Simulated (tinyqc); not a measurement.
Two-band k.p model of the Delta valleys near the X point under shear strain: sweeps and comparisons. A value that a table varies takes the place of the one given here.

Valley pair on the [001] axis, kz counted from the X point, c = hbar^2/2m0, k0 = kx0 2 pi/a. H = (c kz^2/ml + c (kx^2 + ky^2)/mt + c k0^2/ml) 1 + (2 c k0 kz/ml) sigma_z + (D exy - 2 c kx ky/Mp) sigma_x, so E = c kz^2/ml + c (kx^2 + ky^2)/mt + c k0^2/ml -/+ sqrt((2 c k0 kz/ml)^2 + (D exy - 2 c kx ky/Mp)^2). Without strain the lower band has its minima, E = 0, at kz = +/- k0. Shifts from diagonal strain are left out.

For |eta| < 1: k_min = k0 sqrt(1 - eta^2), E_min = -Delta eta^2/2, ml(eta) = ml/(1 - eta^2), 1/m[110] = 1/mt + eta/Mp, 1/m[1-10] = 1/mt - eta/Mp. For |eta| > 1 the minimum sits at X: E_min = -Delta (2 |eta| - 1)/2, ml(eta) = ml/(1 - 1/|eta|), and eta is replaced by its sign in the transverse masses. Here Delta = 2 c k0^2/ml and eta = D exy/Delta.

s11 = (C11 + C12)/((C11 - C12)(C11 + 2 C12)), s12 = -C12/((C11 - C12)(C11 + 2 C12)), s44 = 1/C44; exx = s11 sxx + s12 (syy + szz) and cyclic, exy = s44 sxy/2; tension is positive. A uniaxial stress X along the unit vector n is s_ij = X n_i n_j.

Constants: hbar^2/2m0 = 3.80998211 eV angstrom^2; kB = 8.617333262e-05 eV/K.

Parameters, chosen for this exercise (near those of Si; not measured data):
- a = 5.419 angstrom (lattice constant)
- ml = 0.914 m0 (longitudinal mass)
- mt = 0.198 m0 (transverse mass)
- kx0 = 0.146 2 pi/a (distance of the minimum from X)
- D = 13.5 eV (shear deformation potential)
- Mp = 0.238 m0 (coupling mass)
- C11 = 167.2 GPa
- C12 = 63.6 GPa
- C44 = 80.4 GPa
- Xu = 8.84 eV (uniaxial potential)
- T = 300 K (temperature)
- exy = 0.0069 (shear strain)

## Sweep of the shear strain

Delta = 2 c k0^2/ml, eta = D exy/Delta.

The minimum:

| exy | eta | k_min/k0 | E_min (meV) | ml(eta) | m[110] | m[1-10] | density-of-states mass |
|---|---|---|---|---|---|---|---|
| 0.0000 | 0.000 | 1.000 | 0.0 | 0.914 | 0.1980 | 0.1980 | 0.330 |
| 0.0018 | 0.102 | 0.995 | -1.2 | 0.924 | 0.1826 | 0.2163 | 0.332 |
| 0.0044 | 0.249 | 0.969 | -7.4 | 0.974 | 0.1641 | 0.2496 | 0.342 |
| 0.0088 | 0.497 | 0.868 | -29.5 | 1.214 | 0.1401 | 0.3377 | 0.386 |
| 0.0133 | 0.752 | 0.660 | -67.5 | 2.100 | 0.1218 | 0.5283 | 0.513 |
| 0.0159 | 0.898 | 0.439 | -96.4 | 4.741 | 0.1133 | 0.7840 | 0.750 |
| 0.0212 | 1.198 | 0.000 | -166.7 | 5.532 | 0.1081 | 1.1781 | 0.890 |
| 0.0283 | 1.599 | 0.000 | -262.6 | 2.440 | 0.1081 | 1.1781 | 0.677 |

How do the results move?

The valleys reach X at eta = 1, that is exy = 0.0177. The shift is quadratic up to eta = 1 (-7.4 meV at eta = 0.25, -29.5 meV at 0.50) and linear beyond, while 1/m[110] rises linearly, taking m[110] from 0.198 to its floor 0.1081, a gain of 83 % in 1/m. ml(eta) diverges at eta = 1; the largest value listed is 5.53. A deformation-potential model with fixed masses misses all of this.

## Tension along [110]: repopulation and mass change

The z valleys move against the x and y valleys by Xu (ezz - exx) and, through the shear, by E_min. Share of the z valleys n = w/(w + 2 exp(dE/kT)), dE the total relative shift, w = sqrt(ml(eta) m[110] m[1-10]/(ml mt^2)). Along [110]: 1/m_c = n/m[110] + (1 - n)(1/ml + 1/mt)/2. Fixed masses means E_min = 0, w = 1, m[110] = mt. Gains are against 3/(1/ml + 2/mt) at a fixed scattering time.

Results:

| X (GPa) | Xu (ezz - exx) (meV) | E_min (meV) | m[110] | m_c fixed masses | m_c with shear | gain fixed (%) | gain with shear (%) |
|---|---|---|---|---|---|---|---|
| 0.00 | 0.0 | 0.0 | 0.1980 | 0.2680 | 0.2680 | 0.0 | 0.0 |
| 0.25 | -10.7 | -0.2 | 0.1910 | 0.2549 | 0.2495 | 5.1 | 7.4 |
| 0.50 | -21.3 | -0.9 | 0.1845 | 0.2423 | 0.2300 | 10.6 | 16.5 |
| 1.00 | -42.7 | -3.7 | 0.1727 | 0.2221 | 0.1952 | 20.6 | 37.3 |
| 1.50 | -64.0 | -8.3 | 0.1624 | 0.2098 | 0.1712 | 27.7 | 56.5 |
| 2.00 | -85.3 | -14.8 | 0.1532 | 0.2035 | 0.1562 | 31.7 | 71.6 |
| 3.00 | -128.0 | -33.2 | 0.1376 | 0.1991 | 0.1379 | 34.6 | 94.4 |

What can be read from the table?

At 1 GPa repopulation alone gives 20.6 % and the shear terms raise it to 37.3 %. From 2 to 3 GPa the fixed-mass gain grows by 2.9 points, towards its ceiling of 35.3 % when all electrons sit in the z valleys, whereas the gain with shear grows by 22.8 points because m[110] keeps falling.

## What each parameter does

Delta = 2 c k0^2/ml, eta = D exy/Delta. Each row changes one parameter from the base and keeps the others.

Results:

| case | eta | E_min (meV) | ml(eta) (m0) | m[110] (m0) | m[1-10] (m0) |
|---|---|---|---|---|---|
| base | 0.3899 | -18.16 | 1.0779 | 0.1495 | 0.2931 |
| ml = 0.97798 m0 | 0.4172 | -19.43 | 1.1841 | 0.1470 | 0.3032 |
| mt = 0.21186 m0 | 0.3899 | -18.16 | 1.0779 | 0.1573 | 0.3245 |
| kx0 = 0.13578 2 pi/a | 0.4508 | -21.00 | 1.1471 | 0.1440 | 0.3168 |
| D = 12.555 eV | 0.3626 | -15.71 | 1.0524 | 0.1521 | 0.2835 |
| Mp = 0.25466 m0 | 0.3899 | -18.16 | 1.0779 | 0.1519 | 0.2841 |
| exy = 0.00738 | 0.4170 | -20.77 | 1.1064 | 0.1470 | 0.3032 |

How do the results move?

The largest shifts from the base row, up to three for each result and ties (the steps differ in size, so this ranks the rows, not the parameters). eta: kx0 +0.0609, D -0.0273, ml +0.0273; unchanged at the printed digits by mt and Mp. E_min (meV): kx0 -2.84, exy -2.61, D +2.45; unchanged at the printed digits by mt and Mp. ml(eta) (m0): ml +0.1062, kx0 +0.0693, exy +0.0286; unchanged at the printed digits by mt and Mp. m[110] (m0): mt +0.0078, kx0 -0.0055, D +0.0026. m[1-10] (m0): mt +0.0314, kx0 +0.0238, ml +0.0102.

(tinyqc, `OMP_NUM_THREADS=1 python tinyqc.py 1050515 1050516 out.jsonl`, Intel(R) Xeon(R) Processor @ 2.30GHz, 1 thread, shared host, about 0.01 s.)
